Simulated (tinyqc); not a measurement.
Fixed charge and work-function difference from two thicknesses.

Question. With a fixed charge q Nf at the interface, Vfb = phi_ms - q Nf tox/(eps0 eox). Find Nf and phi_ms.

Parameters, values chosen for the exercise: relative permittivity of the gate insulator (close to silicon dioxide) eox = 3.9.

Constants: q = 1.602176634e-19 C, eps0 = 8.8541878128e-14 F/cm where lengths are in cm. Results are converted to the units shown.

Vfb at tox = 11 and 23 nm (V): -0.48879605  -0.49770442

Solution. Vfb is a straight line in tox: the slope gives Nf and the intercept at zero thickness phi_ms.

Nf = 1.600e10 cm^-2
phi_ms = -0.4806 V

Numbers from tinyqc (`OMP_NUM_THREADS=1 python tinyqc.py 2060124 2060125 out.jsonl`; about 0.01 s on one thread of a shared Intel Xeon 2.30GHz).
